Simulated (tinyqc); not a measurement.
Bandgap voltage reference from two bipolar transistors: output against temperature.

Two transistors of area 1 and N carry the same current I. Is(T) = Is (T/T0)^eta exp[(Vg0 q/kB)(1/T0 - 1/T)], VBE1 = Vt ln(I/Is(T)) + I rb, VBE2 = Vt ln(I/(N Is(T))) + I rb/N. The amplifier forces I R1(T) = VBE1 - VBE2 + Vos, with R(T) = R (1 + tc (T - T0)) for both resistors, and the output is Vref = VBE1 + I R2(T). Base currents and the Early effect are neglected.

Vt = kB T/q; I = (Vt ln N + Vos)/(R1(T) - rb (1 - 1/N)).

Inputs (values chosen for the exercise); values of the order met in silicon bipolar transistors:
- T0 = 300 K (reference temperature)
- Vg0 = 1.154 V (band-gap voltage extrapolated to 0 K)
- eta = 4.2 (temperature exponent of the saturation current)
- Is = 3.8e-16 A (saturation current of the unit transistor at T0)
- N = 10 (area ratio of the second transistor)
- R1 = 13 kohm (resistor across which the difference of VBE falls, at T0)
- tc = 0 ppm/K (temperature coefficient of both resistors)
- Vos = -3 mV (offset of the amplifier)
- rb = 0 ohm (series resistance of the unit transistor)
- R2 = 147.4 kohm (output resistor at T0)

Constants: q = 1.602176634e-19 C, kB = 1.380649e-23 J/K. Results are converted to the units shown.

Results:
```
T (K)  I (uA)  VBE1 (V)  I R2 (V)  Vref (V)  Vref - Vref(T0) (mV)  dVref/dT (uV/K)
218     3.097    0.7693    0.4564     1.226                -13.90            215.9
233     3.326    0.7387    0.4902     1.229                -10.80            197.5
253     3.631    0.6974    0.5352     1.233                -7.079            174.8
273     3.936    0.6557    0.5802     1.236                -3.796            153.8
298     4.318    0.6030    0.6364     1.239               -0.2574            129.6
323     4.699    0.5497    0.6927     1.242                 2.701            107.4
373     5.462    0.4416    0.8052     1.247                 7.054            67.67
398     5.844    0.3868    0.8614     1.248                 8.520            49.77
423     6.226    0.3316    0.9176     1.249                 9.552            32.97
```

Estimate the missing row, T = 348 K.

Computed row:
```
T (K)  I (uA)  VBE1 (V)  I R2 (V)  Vref (V)  Vref - Vref(T0) (mV)  dVref/dT (uV/K)
348     5.081    0.4959    0.7489     1.245                 5.126            86.81
```

With this row back in the table: VBE1 falls by 2.14 mV/K on average and I R2 rises by 2.25 mV/K. The slope of Vref vanishes at T = 477 K. Between 233 and 398 K Vref spans 19.3 mV, or 94.4 ppm/K by the box method (span over the average over T, over 165 K).

Numbers from tinyqc (`OMP_NUM_THREADS=1 python tinyqc.py 2062073 2062074 out.jsonl`; about 0.02 s on one thread of a shared Intel Xeon 2.30GHz).
